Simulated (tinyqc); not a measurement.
What each parameter does: cyclotron resonance of ellipsoidal valleys, Si type.

Valleys along [100], [010], [001] (each with its opposite partner), mass ml along the axis and mt across it. B lies in the (1-10) plane, b = (sin(theta)/sqrt2, sin(theta)/sqrt2, cos(theta)). For the angle phi between B and the axis, 1/mc^2 = cos^2(phi)/mt^2 + sin^2(phi)/(mt ml). Resonance: h nu = 2 muB B/mc, h = 2 pi hbar.

Constants: hbar = 6.58211957e-16 eV s; muB = 5.788381798e-05 eV/T.

Values chosen for the exercise (near those of Si; shifted at random, so the results belong to these values and not to a real crystal):
- ml = 0.917 m0 (longitudinal mass)
- mt = 0.183 m0 (transverse mass)
- theta = 54 degrees (angle of B from [001] towards [110])
- nu = 140 GHz (microwave frequency)

Resonance fields B = h nu mc/(2 muB) of the valleys [100] and [001].

One parameter was then changed.

Results before and after:
```
case     [100] (T)  [001] (T)
base        1.3472     1.3264
changed     1.3886     1.2568
```

Which of these changes was made? (a) ml = 1.055 m0; (b) mt = 0.165 m0; (c) theta = 50 degrees; (d) nu = 154 GHz.

Answer: (c) theta = 50 degrees. Of the candidates, run in turn, only this one gives the changed row.

All candidates:
```
case                [100] (T)  [001] (T)
base                   1.3472     1.3264
ml = 1.055 m0          1.3736     1.3509
mt = 0.165 m0          1.2325     1.2124
theta = 50 degrees     1.3886     1.2568
nu = 154 GHz           1.4820     1.4591
```

Computed by tinyqc, a small Python program: `OMP_NUM_THREADS=1 python tinyqc.py 1282688 1282689 out.jsonl` (the numbers bound the seed that draws the inputs); one thread of a shared host (Intel(R) Xeon(R) Processor @ 2.30GHz), about 0.01 s for the whole set of steps.
